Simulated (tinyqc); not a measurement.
Inside a calculation. Method: one-electron ion in a basis of Gaussians. One step of it, computed by the program tinyqc.

Question. Generalised eigenproblem. Solve H C = S C e through S^(-1/2); each column has its largest component positive (the first on a tie).

H = T + V (hartree), lower triangle:
```
           1          2          3          4          5
1  -1.930219
2  -1.761044  -2.770376
3  -0.981481  -2.503916  -1.528481
4  -0.423559  -1.609824  -1.258334  12.025096
5  -0.164826  -0.761533  -1.946822  11.586483  81.350048
```

S, lower triangle:
```
          1         2         3         4         5
1  1.000000
2  0.589371  1.000000
3  0.165537  0.589224  1.000000
4  0.034642  0.165490  0.589258  1.000000
5  0.006642  0.034643  0.165553  0.589374  1.000000
```

Give: eigenvalues of S; eigenvalues; coefficients.

Answer.

eigenvalues of S: 0.151  0.354  0.782  1.474  2.239

eigenvalues (hartree): -3.118  -1.374  1.577  21.739  118.024

coefficients:
```
       1       2       3       4       5
1  0.089   1.147  -0.583  -0.160   0.057
2  0.716  -0.480   1.316   0.497  -0.177
3  0.318  -0.229  -1.193  -1.094   0.438
4  0.037  -0.022  -0.023   1.345  -0.970
5  0.005  -0.003  -0.018  -0.062   1.299
```

For Z = 5 and l = 1 the exact lowest level is -Z^2/(2 n^2) with n = l + 1: -3.125000 hartree.
